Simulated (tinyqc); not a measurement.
What moves the results: strained quantum well: band edges, subbands and transparency. A value that a table varies takes the place of the one given here.

Growth on (001), barriers unstrained: tr(e) = e (2 - nu2), Z = b e (1 + nu2); Ec = Ev + Eg + ac tr(e), E_HH = Ev + av tr(e) + Z, E_LH = Ev + av tr(e) - Z (coupling to the split-off band left out).

Masses along z: me, 1/(g1 - 2 g2) for HH, 1/(g1 + 2 g2) for LH, likewise in the barrier; in the plane me, 1/(g1 + g2) for HH and 1/(g1 - g2) for LH (no mixing, which understates the hole masses away from k = 0). Level n solves k L + 2 atan[(k/m)/(kappa/mb)] = n pi, k = sqrt(m E/c), kappa = sqrt(mb (V - E)/c), c = hbar^2/2m0.

Transparency (Bernard-Duraffourg): Fc - Fv equals the lowest transition energy with n = p, n = sum m/(2 pi c) kB T ln(1 + exp((Fc - E)/kB T)) and p likewise over the listed subbands; c = hbar^2/2m0, 1/angstrom^2 = 1e16/cm^2.

Constants: hbar^2/2m0 = 3.80998211 eV angstrom^2; kB = 8.617333262e-05 eV/K; hc = 1239.841984 eV nm.

Parameters, chosen for this exercise (near those of an InGaAs/InP well; not measured data): nu2 = 1.024 (2 C12/C11); Eg = 0.565 eV (unstrained gap of the well); Ev = -0.574 eV (its valence edge); ac = -5.73 eV; av = 1.05 eV (Ev moves by av tr(e)); b = -1.86 eV (shear potential); Egb = 1.355 eV (gap of the barrier); Evb = -0.94 eV (its valence edge); L = 94 angstrom (well width); me = 0.0368 m0 (electron mass); g1 = 15.96 (gamma1); g2 = 6.5 (gamma2); meb = 0.08 m0; g1b = 5.08; g2b = 1.6; T = 250 K (temperature); es = (-0.02, -0.014, -0.008, -0.003, 0, 0.003, 0.007, 0.012) (strains); e = -0.0105 (strain in the plane); Ls = (30, 40, 55, 70, 90, 120) angstrom (widths).

## Strain as a design knob

Only the strain is changed; the unstrained gap and the masses are kept.

Results:

| e (%) | wavelength (nm) | top hole | hh1 - lh1 (meV) | n_tr (1e12/cm^2) | share in top |
|---|---|---|---|---|---|
| -2.0 | 1824 | hh1 | 182 | 0.291 | 0.74 |
| -1.4 | 1867 | hh1 | 138 | 0.292 | 0.74 |
| -0.8 | 1912 | hh1 | 94 | 0.295 | 0.72 |
| -0.3 | 1951 | hh1 | 58 | 0.310 | 0.64 |
| 0.0 | 1976 | hh1 | 36 | 0.338 | 0.53 |
| 0.3 | 2001 | hh1 | 14 | 0.392 | 0.37 |
| 0.7 | 2088 | lh1 | -15 | 0.416 | 0.77 |
| 1.2 | 2280 | lh1 | -52 | 0.382 | 0.94 |

n_tr is largest at e = +0.7 % (0.42), where hh1 - lh1 = -15 meV and the top subband holds 77 % of the holes, and smallest, 0.29, at -2.0, -1.4 and -0.8 %. The top hole level turns from hh to lh, and the light from TE to TM, between +0.3 and +0.7 %. The wavelength runs from 1824 to 2280 nm.

## Width of the well

All levels anew.

Results:

| L (angstrom) | wavelength (nm) | top hole | hh1 - lh1 (meV) | n_tr (1e12/cm^2) | share in top | n_tr/L (1e18/cm^3) |
|---|---|---|---|---|---|---|
| 30 | 1496 | hh1 | 161 | 0.252 | 1.00 | 0.84 |
| 40 | 1611 | hh1 | 150 | 0.253 | 0.99 | 0.63 |
| 55 | 1731 | hh1 | 136 | 0.259 | 0.95 | 0.47 |
| 70 | 1811 | hh1 | 125 | 0.270 | 0.87 | 0.39 |
| 90 | 1882 | hh1 | 114 | 0.289 | 0.75 | 0.32 |
| 120 | 1946 | hh1 | 104 | 0.319 | 0.61 | 0.27 |

The wavelength tunes by 450 nm. The sheet density at transparency changes from 0.25 to 0.32, the top hole subband holding 1.00 and 0.61 of the holes at the ends, while the volume density falls by a factor 3.2. Critical thickness and carrier escape are left out.

## What each parameter does

Edge wavelength, hh1 - lh1 and n_tr. Each row changes one parameter from the base and keeps the others.

Results:

| case | wavelength (nm) | hh1 - lh1 (meV) | n_tr (1e12/cm^2) |
|---|---|---|---|
| base | 1892.7 | 112.7 | 0.293 |
| L = 104 angstrom | 1916.3 | 109.0 | 0.303 |
| e = -0.0125 | 1877.8 | 127.2 | 0.292 |
| Eg = 0.545 eV | 1949.6 | 112.7 | 0.293 |
| b = -2.14 eV | 1910.0 | 124.2 | 0.292 |
| ac = -5.16 eV | 1909.0 | 112.7 | 0.293 |
| me = 0.0405 m0 | 1898.2 | 112.7 | 0.309 |
| g1 = 16.92 | 1886.5 | 110.9 | 0.278 |
| T = 290 K | 1892.7 | 112.7 | 0.351 |

The largest shifts from the base row, up to three for each result and ties (the steps differ in size, so this ranks the rows, not the parameters). wavelength (nm): Eg +56.9, L +23.6, b +17.3; unchanged at the printed digits by T. hh1 - lh1 (meV): e +14.5, b +11.6, L -3.6; unchanged at the printed digits by Eg, ac, me and T. n_tr (1e12/cm^2): T +0.058, me +0.016, g1 -0.015; unchanged at the printed digits by Eg and ac.

Computed by tinyqc, a small Python program: `OMP_NUM_THREADS=1 python tinyqc.py 1251423 1251424 out.jsonl` (the numbers bound the seed that draws the inputs); one thread of a shared host (Intel(R) Xeon(R) Processor @ 2.30GHz), about 0.01 s for the whole set of steps.
